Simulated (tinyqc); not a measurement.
Stress in a transistor channel from embedded alloy regions, liners and fins, by half-space elasticity: one step, computed by the program tinyqc.

Plane strain in an isotropic half-space, the same constants everywhere; x along the channel from its centre, y downwards from the free surface; stress is positive in tension.

Problem. Closed form at the surface. At x = y = 0 the integral is s_xx = -(4/pi) [E e/(1 - nu)] [arctan(2 d/L) - arctan(d/(L/2 + S))].

Inputs (values chosen for the exercise, modelled on silicon):
```
quantity                   value  unit
Young's modulus E            166   GPa
Poisson ratio nu            0.28     -
channel length L             100    nm
length of each stressor S    110    nm
recess depth d                40    nm
```

Stressor: Si(1-x)Ge(x) source and drain.

misfit e = 0.020139

Give: s_xx at the surface.

Solution.

s_xx at the surface = -2541 MPa

For fixed L and S it is largest at d = sqrt((L/2)(L/2 + S)) = 89.4 nm; d is short of that. Caution: at such misfit the regions may relax by dislocations, and linear elasticity is rough.
